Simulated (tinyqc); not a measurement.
# Changing the total solute fraction x0

Model: equilibrium and kinetic segregation of a solute to boundaries and growing surfaces. Computed by tinyqc, a small Python program. Command: `OMP_NUM_THREADS=1 python tinyqc.py 3027625 3027626 out.jsonl segreg sweep`. One thread of a shared host (Intel(R) Xeon(R) Processor @ 2.30GHz), about 0.01 s of CPU time with the checks.

Inputs (values chosen for the exercise, modelled on a solute in a copper line):
```
quantity,value,unit
segregation energy Q,0.523,eV
interaction z w (positive attracts),0.035,eV
temperature T,1250,K
grain size d,360,nm
boundary thickness delta,0.76,nm
atomic volume Omega,11.81,angstrom^3
clean boundary energy gamma_0,0.93,J/m^2
mixing,0.5,-
```

Isotherm: Fowler-Guggenheim.

Constants: k_B = 8.617333262e-05 eV/K; 1 eV/angstrom^2 = 16.02176634 J/m^2.

Method:
- With theta the solute fraction on boundary sites and x that in the grains, theta/(1 - theta) = [x/(1 - x)] exp[(Q + z w theta)/(k_B T)].
- The coverage theta_inf is that for x = x0. Start at theta = 0; theta(new) = theta + mixing (theta(out) - theta); stop below 1e-10, 80 steps at most.
- Finite grains: boundary sites are the fraction f = 3 delta/d, and x0 = (1 - f) x + f theta; solve both equations for theta; share at boundaries = f theta/x0.
- Gibbs adsorption for this isotherm in a dilute matrix: gamma = gamma_0 + Gam_0 [k_B T ln(1 - theta) + z w theta^2/2], Gam_0 = delta/Omega sites per area.

One run for each value:
```
total solute fraction x0,coverage theta_inf,coverage theta,fraction x left in the grains,boundary energy gamma (J/m^2)
1.00e-05,1.2831e-03,7.1051e-04,5.5352e-06,0.9292
2.90e-05,3.7150e-03,2.0594e-03,1.6059e-05,0.9277
8.40e-05,1.0710e-02,5.9567e-03,4.6569e-05,0.9234
2.40e-04,3.0193e-02,1.6949e-02,1.3350e-04,0.9111
7.10e-04,8.5776e-02,4.9509e-02,3.9897e-04,0.8740
2.10e-03,2.2527e-01,1.4070e-01,1.2166e-03,0.7652
5.90e-03,4.7035e-01,3.4900e-01,3.7132e-03,0.4753
1.70e-02,7.3844e-01,6.7475e-01,1.2808e-02,-0.2352
5.00e-02,9.0056e-01,8.8905e-01,4.4652e-02,-1.3692
```

Describe and explain the trends.

Over the rows, coverage theta_inf rises from 0.00128 to 0.901 (exponent d ln y / d ln x 1.00 between the first rows and 0.18 between the last); coverage theta rises from 7.11e-4 to 0.889 (exponent d ln y / d ln x 1.00 between the first rows and 0.26 between the last); fraction x left in the grains rises from 5.54e-6 to 0.0447 (exponent d ln y / d ln x 1.0 between the first rows and 1.2 between the last). At the low end the exponent of coverage theta_inf is 1.00, close to 1: Henry's-law regime. At the low end the exponent of fraction x left in the grains is 1.00, close to 1: x in the grains is proportional to x0.

Caution (rows 0.0170, 0.0500): gamma nears or passes zero; a compound usually precipitates before that. Caution (rows 0.0170, 0.0500): so much solute in the grains may exceed the solubility and is no longer dilute. Caution (rows 0.0500): near saturation a single segregation energy is a poor picture.
